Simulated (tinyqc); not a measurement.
Inside a calculation. Method: Hubbard chain of 2 sites. Computed by tinyqc, a small Python program that keeps every step. Settings: hopping = 1.1, U = 9.5, mixing = 1, iteration cap = 53. Command: `OMP_NUM_THREADS=1 python tinyqc.py 31424 31425 out.jsonl` (the two numbers bound the seeds that draw the settings). One thread of a shared host (Intel(R) Xeon(R) Processor @ 2.60GHz), about 0.1 s of CPU time with the checks. Later iterations appear only in the table of the cycle.

## Mean-field iteration 1

one-body matrix (hopping and site energies) (eV):
```
           1          2
1   0.720000  -1.100000
2  -1.100000  -0.920000
```

U = 9.500000 eV

electrons, up and down: 1  1

mixing = 1

n(up) at the start (a guess, not normalised): 1 0.950000, 2 0.050000

n(down) at the start (a guess): 1 0.050000, 2 0.950000

H(up) = T + U n(down), H(down) = T + U n(up); fill the lowest levels; n(new) = n + mixing (n(out) - n); E = tr T (rho up + rho down) + U sum n_up n_down of the output.

levels, up (eV): 1.024117  8.275883

levels, down (eV): -0.562391  9.862391

energy = -0.460232 eV

n(up) after iteration 1: 1 0.976436, 2 0.023564

n(down) after iteration 1: 1 0.011261, 2 0.988739

## Mean-field iteration 2

As before.

levels, up (eV): 0.671872  8.628128

levels, down (eV): -0.808132  10.108132

energy = -0.462134 eV

n(up) after iteration 2: 1 0.980505, 2 0.019495

n(down) after iteration 2: 1 0.010259, 2 0.989741

## Mean-field iteration 3

As before.

levels, up (eV): 0.662728  8.637272

levels, down (eV): -0.846005  10.146005

energy = -0.462140 eV

n(up) after iteration 3: 1 0.980596, 2 0.019404

n(down) after iteration 3: 1 0.010117, 2 0.989883

## Convergence

Each step fills the lowest levels of T + U n(other spin) and sets n(new) = n + mixing (n(out) - n); stop when output and input agree to 1e-8.

Course of the cycle:
```
iteration       E (eV)  largest |n(out) - n(in)|  mean |n_up - n_down|
1          -0.46023200                  3.87e-02              0.965175
2          -0.46213382                  4.07e-03              0.970246
3          -0.46214046                  1.42e-04              0.970479
4          -0.46214048                  1.29e-05              0.970496
5          -0.46214048                  4.46e-07              0.970496
6          -0.46214048                  4.04e-08              0.970496
7          -0.46214048                  1.40e-09              0.970496
```

local moments n_up - n_down: 1 0.970496, 2 -0.970496

Converged in 7 iterations. Before convergence this energy mixes input and output and is not variational, so it may rise towards its limit.

## The many-body Hamiltonian

Basis: all placements (u, d, 2, 0 on each site), up operators ordered before down ones; hops carry the sign of the same-spin electrons passed.

H (eV):
```
           20         ud         du         02
20  10.940000  -1.100000  -1.100000   0.000000
ud  -1.100000  -0.200000   0.000000  -1.100000
du  -1.100000   0.000000  -0.200000  -1.100000
02   0.000000  -1.100000  -1.100000   7.660000
```

## Exact diagonalisation (4 states)

Lowest levels of the sector, and the double occupancy of the lowest state.

lowest levels (eV): -0.697508  -0.200000  7.930843  11.166665

double occupancy per site = 0.024948

The mean-field solution above lies 0.2354 eV above the exact energy.
